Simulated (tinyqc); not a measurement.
Phase shift across the band: Koster-Slater impurity in a tight-binding band, by Green functions and by supercells. Computed by tinyqc, a small Python program. Command: `OMP_NUM_THREADS=1 python tinyqc.py 3031230 3031231 out.jsonl kosterslater walk`. One thread of a shared host (Intel(R) Xeon(R) Processor @ 2.30GHz), about 0.04 s of CPU time with the checks.

One orbital per site, e(k) = -2 t sum cos(k_i) over 2 direction(s), band from -4 t to 4 t, lattice constant 1. One site has the extra energy U. Spin is left out.

Inputs (values chosen for the exercise, for a model band): hopping t = 0.98 eV; impurity potential U = -5.2 eV; broadening eta = 0.098 eV.

Lattice: square.

Method:
- Outside the band G0(E) = (2/(pi E)) K(m), m = 16 t^2/E^2, K the complete elliptic integral with parameter m.
- A bound state solves 1/U = G0(E).
- Bisection in ln(distance from the edge) between 1e-5 t and |U| + t. Weight on the impurity site: -1/(U^2 dG0/dE), by a central difference with step min(1e-4 t, distance/30). Decay length along an axis: 1/arccosh(1 + distance/(2 t)).
- Inside the band G0(z), z = E + i eta, comes from the chain form 1/(sqrt(y - 2t) sqrt(y + 2t)) (principal roots) at y = z + 2 t cos k, averaged over k in (0, pi) with 200 Gauss-Legendre points.
- delta/pi = -arg(1 - U G0)/pi counts the states added below E (Friedel); host DOS = -Im G0/pi, DOS on the impurity = -Im[G0/(1 - U G0)]/pi; 13 evenly spaced energies from -(band edge + |U| + 2t) to +(band edge + |U| + 2t).

distance from the band edge = 2.04110 eV

level E_b = -5.96110 eV

Across the spectrum:
```
E (eV)   Re G0 (1/eV)  host DOS (1/eV)  DOS on the impurity (1/eV)  delta/pi
-11.080      -0.09329          0.00028                     0.00106   0.00284
-9.233       -0.11373          0.00043                     0.00255   0.00541
-7.387       -0.14676          0.00074                     0.01309   0.01615
-5.540       -0.21295          0.00175                     0.14170   0.91724
-3.693       -0.39963          0.07408                     0.02820   0.73163
-1.847       -0.26349          0.11354                     0.03174   0.56270
0.000         0.00000          0.26233                     0.01355   0.42703
1.847         0.26349          0.11354                     0.01253   0.21137
3.693         0.39963          0.07408                     0.00677   0.11925
5.540         0.21295          0.00175                     0.00039   0.00431
7.387         0.14676          0.00074                     0.00024   0.00217
9.233         0.11373          0.00043                     0.00017   0.00139
11.080        0.09329          0.00028                     0.00013   0.00098
```

What does the comparison show, and why?

delta/pi starts and ends near zero (+0.003 and +0.001): the impurity moves states but creates none. delta/pi rises at the bound state below the band (-5.961 eV), reaches 0.92 among these rows (1 in the limit of small eta, just above the level) and is paid back by the top of the band.

Extremes, crossings and ranges named in words are read from the listed rows.
